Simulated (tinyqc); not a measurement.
Heisenberg spin cluster by exact diagonalisation: multiplets, susceptibility, level crossings: one step, computed by the program tinyqc. Command: `OMP_NUM_THREADS=1 python tinyqc.py 3006017 3006018 out.jsonl spincl walk`. One thread of a shared host (Intel(R) Xeon(R) Processor @ 2.30GHz), about 0.01 s of CPU time with the checks.

H = J1 sum S_i.S_j over the bonds 1-2, 2-3 + J2 sum over 1-3 - g mu_B B S_z; J > 0 is antiferromagnetic.

Problem. Thermal averages at zero field. Z = sum k (2S + 1) exp(-E/(k_B T)) over the table, k the number of multiplets; <S^2> likewise with the factor S (S + 1); chi T = N_A g^2 mu_B^2 <S^2>/(3 k_B) = 0.125049 g^2 <S^2> cm^3 K/mol (cgs, per mole of clusters); C = (<E^2> - <E>^2)/(k_B T)^2; entropy = ln Z + <E>/(k_B T).

Inputs (values chosen for the exercise, for a model cluster): g factor = 2.18; temperature T = 7 K.

Cluster: triangle, two J1 bonds and one J2 bond. Spin s of each site: 0.5.

Levels at B = 0:
```
E (meV)  total S  number of multiplets
-0.7240      0.5                     1
-0.3750      0.5                     1
0.5495       1.5                     1
```

Constants: k_B = 8.617333262e-05 eV/K.

Give: <S^2>; chi T; heat capacity; entropy.

Solution.

<S^2> = 1.1530

chi T = 0.68521 cm^3 K/mol

heat capacity = 0.48798 k_B

entropy = 1.7461 k_B

Free spins would give <S^2> = 2.25 and the entropy 2.079 k_B; chi T is 51 % of the free value.
